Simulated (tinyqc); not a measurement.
Inside a calculation. Method: plane-wave Kohn-Sham cycle with exchange-only LDA in a layered model solid. One step of it, computed by the program tinyqc.

Question. Iteration 2: potential. V_H(G) = 4 pi rho(G)/G^2 for G != 0 (uniform background); v_x = -(3 rho/pi)^(1/3); V = V_ext + V_H + v_x; Fourier components f(G_m) = (1/N) sum_j f(x_j) exp(-i G_m x_j).

A solid whose potential varies along x alone (atomic units):

| parameter | value |
|---|---|
| period a | 4.000000 |
| cross-section of the cell | 15.000000 |
| electrons per cell | 2 |
| grid points | 16 |
| plane waves -n..n, n | 3 |
| k points | 1 |
| V1 in V1 cos(2 pi x/a) | -0.110000 |

density after iteration 1 (e/bohr^3): 0.03943667  0.03892764  0.03750525  0.03545028  0.03313658  0.03093810  0.02916135  0.02801732  0.02762363  0.02801732  0.02916135  0.03093810  0.03313658  0.03545028  0.03750525  0.03892764

Give: Potentials on the grid; V(G_m), m = 0, 1, 2, ....

Answer.

Potentials on the grid (hartree):

| x | V_ext | V_H | v_x | V |
|---|---|---|---|---|
| 0.000 | -0.110 | 0.030 | -0.335 | -0.415 |
| 0.250 | -0.102 | 0.028 | -0.334 | -0.407 |
| 0.500 | -0.078 | 0.021 | -0.330 | -0.386 |
| 0.750 | -0.042 | 0.011 | -0.323 | -0.354 |
| 1.000 | 0 | -2.51e-04 | -0.316 | -0.317 |
| 1.250 | 0.042 | -0.012 | -0.309 | -0.279 |
| 1.500 | 0.078 | -0.021 | -0.303 | -0.247 |
| 1.750 | 0.102 | -0.028 | -0.299 | -0.225 |
| 2.000 | 0.110 | -0.030 | -0.298 | -0.217 |
| 2.250 | 0.102 | -0.028 | -0.299 | -0.225 |
| 2.500 | 0.078 | -0.021 | -0.303 | -0.247 |
| 2.750 | 0.042 | -0.012 | -0.309 | -0.279 |
| 3.000 | 0 | -2.51e-04 | -0.316 | -0.317 |
| 3.250 | -0.042 | 0.011 | -0.323 | -0.354 |
| 3.500 | -0.078 | 0.021 | -0.330 | -0.386 |
| 3.750 | -0.102 | 0.028 | -0.334 | -0.407 |

V(G_m), m = 0, 1, 2, ... (hartree): -0.316  -0.049  0.000  0.000  0.000  0.000  0.000
